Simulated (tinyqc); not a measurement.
Rectangular fin or nanosheet with a gate all round, subbands and threshold shift from confinement: one step of the calculation.

Undoped body with a flat potential across it, hard walls, transport along x. One isotropic valley (g = 1, mx = my = mz = me). Non-parabolicity enters the subband edges through E (1 + al E) = gamma, so E = 2 gamma/(1 + sqrt(1 + 4 al gamma)); motion within a subband is taken as parabolic with the band-edge mass. Energies are counted from the bulk band edge.

Task. Lowest subbands. gamma = C pi^2 [a^2/(my (t + dl)^2) + b^2/(mz (H + dl)^2)], C = hbar^2/(2 m0). List the 6 lowest, labelled by quantum numbers, with degeneracy g and N_k: N_k = g sqrt(2 mx m0 kB T/(pi hbar^2)).

Values chosen for this exercise; masses close to those of InAs:
- T = 200 K (temperature)
- me = 0.0233 m0 (mass at the band edge)
- al = 2.7 1/eV (non-parabolicity)
- t = 8.9 nm (width (along y))
- dl = 0.3 nm (widening of the box by penetration into the insulator)
- H = 35.6 nm (height (along z))

Constants: q = 1.602176634e-19 C, kB = 1.380649e-23 J/K, hbar = 1.054571817e-34 J s, m0 = 9.1093837015e-31 kg, hbar^2/(2 m0) = 0.0380998212 eV nm^2. Results are converted to the units shown.

Find: E_k; g; N_k.

Result.

```
subband  E_k (eV)  g  N_k (cm^-1)
1,1        0.1458  1      5.792e5
1,2        0.1662  1      5.792e5
1,3        0.1978  1      5.792e5
1,4        0.2380  1      5.792e5
1,5        0.2848  1      5.792e5
1,6        0.3362  1      5.792e5
```

Range of the model: Non-parabolicity also makes carriers heavier within each subband, which is left out, so densities of states are understated at high energy.

Computed by the program tinyqc: `OMP_NUM_THREADS=1 python tinyqc.py 2350085 2350086 out.jsonl`, one thread of a shared Intel Xeon 2.30GHz, about 0.08 s for the whole run.
